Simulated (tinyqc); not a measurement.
# Gate sheet resistance from two finger widths

Question. At low frequency R = Rsh Wf/(3 L) + B/Wf, where B collects the channel and vertical terms. Find Rsh, B and the width of lowest R.

Values chosen for this exercise:
- L = 1.5 um (channel length)

input resistance of single fingers, contacted at one end, of width 0.8 and 7.1 um (ohm): [69.083333, 54.516432]

Answer. R Wf is a straight line in Wf^2; the minimum of R lies where both terms are equal.

Rsh = 30.0 ohm/square
B = 51.0 ohm um
width of lowest R = 2.77 um

tinyqc, about 0.01 s, one thread, Intel Xeon 2.30GHz (shared host): `OMP_NUM_THREADS=1 python tinyqc.py 2262249 2262250 out.jsonl`
